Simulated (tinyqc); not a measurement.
Four-point probe, van der Pauw, Hall and spreading-resistance readings of a semiconductor layer: one step, computed by the program tinyqc.

The layer is uniform and ohmic; contacts are points unless a radius is given.

Task: Finite wafer. For a thin circular wafer probed at its centre, R_s = C V/I with C = pi/(ln 2 + ln[((D/s)^2 + 3)/((D/s)^2 - 3)]).

Inputs (values chosen for the exercise, modelled on p-type silicon): wafer diameter over spacing D/s = 27.

Backing of the layer: insulating.

Give: factor C; error if pi/ln 2 is used.

Result:

factor C = 4.479

error if pi/ln 2 is used = 1.187 %
